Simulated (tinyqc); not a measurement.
FCI on RHF in the 6-311g basis, for H-, spin multiplicity 1, step by step. The basis has no diffuse functions, so it cannot describe the extra electron: this is an exercise in the method, not the real anion. One step of it, computed by the program tinyqc.

Problem. FCI: roots. Diagonalise (each vector has its largest component positive (the first on a tie)); all determinants have Ms = 0, so triplets appear too. The lowest singlet root is the correlation energy.

Occupation strings over the orbitals (2 doubly, a alpha, b beta, 0 empty; spin orbitals ordered 1a 1b 2a 2b ...): 200 ab0 a0b ba0 b0a 020 0ab 0ba 002

H - E(HF) between determinants (hartree):
```
           200        ab0        a0b        ba0        b0a        020        0ab        0ba
200   0.000000   0.000000   0.000000   0.000000   0.000000   0.102796  -0.050137   0.050137
ab0   0.000000   0.425104   0.049081  -0.102796   0.050137  -0.011476  -0.084884   0.015999
a0b   0.000000   0.049081   2.463793   0.050137  -0.077965  -0.084884   0.121542  -0.082157
ba0   0.000000  -0.102796   0.050137   0.425104   0.049081   0.011476   0.015999  -0.084884
b0a   0.000000   0.050137  -0.077965   0.049081   2.463793   0.084884  -0.082157   0.121542
020   0.102796  -0.011476  -0.084884   0.011476   0.084884   0.865049   0.046990  -0.046990
0ab  -0.050137  -0.084884   0.121542   0.015999  -0.082157   0.046990   2.897017  -0.106288
0ba   0.050137   0.015999  -0.082157  -0.084884   0.121542  -0.046990  -0.106288   2.897017
002   0.077965   0.082157  -0.141426  -0.082157   0.141426   0.106288  -0.123437   0.123437

           002
200   0.077965
ab0   0.082157
a0b  -0.141426
ba0  -0.082157
b0a   0.141426
020   0.106288
0ab  -0.123437
0ba   0.123437
002   5.242092
```

Give: lowest roots of this matrix, relative to E(HF); lowest vectors; <S^2> of these roots; weight of the ground state by excitation level 0, 1, 2, ....

Solution.

lowest roots of this matrix, relative to E(HF) (hartree): -0.0150  0.3155  0.5205  0.8643  2.3874  2.4704  2.7959  3.0599

lowest vectors:
```
      root 1   root 2   root 3   root 4
200   0.9926   0.0000   0.0003   0.1186
ab0   0.0027   0.7060   0.7056  -0.0315
a0b  -0.0060  -0.0342  -0.0021   0.0513
ba0  -0.0027   0.7060  -0.7056   0.0315
b0a   0.0060  -0.0342   0.0021  -0.0513
020  -0.1176   0.0000   0.0461   0.9883
0ab   0.0183   0.0202   0.0268  -0.0266
0ba  -0.0183   0.0202  -0.0268   0.0266
002  -0.0119   0.0000  -0.0243  -0.0231
```

<S^2> of these roots: 0.0000  2.0000  0.0000  0.0000  2.0000  0.0000  2.0000  0.0000

weight of the ground state by excitation level 0, 1, 2, ...: 0.9853  0.0001  0.0146
